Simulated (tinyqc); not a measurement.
Stacked nanosheet transistor, parasitic resistance, capacitance and delay: one step of the calculation.

Ns sheets share one contact on top; each has perimeter p = 2 (Ws + ts) and cross-section A = Ws ts; contact width Wc = Ws + 10 nm, stack height Hs = Ns pv. Sheet 1 is the top one. Contact length Lc = CPP - Lg - 2 Lsp, shared by two neighbouring gates. Source and drain sides are equal. The formulas are first-order estimates, not field solutions.

Question. Effective current, delay and energy. Ieff = (IH + IL)/2, delay CL Vdd/(2 Ieff), energy CL Vdd^2, with CL the load of an inverter that drives an equal one.

Inputs (values chosen for the exercise):
- Vdd = 0.6 V (supply voltage)

IH = I(Vdd, Vdd/2) = 87.107066 uA
IL = I(Vdd/2, Vdd), solved likewise = 19.194913 uA
CL = 312.11142 aF

Find: Ieff; delay; energy.

Answer.

Ieff = 53.15 uA
delay = 1.762 ps
energy = 112.4 aJ

tinyqc, about 0.08 s, one thread, Intel Xeon 2.30GHz (shared host): `OMP_NUM_THREADS=1 python tinyqc.py 2170166 2170167 out.jsonl`
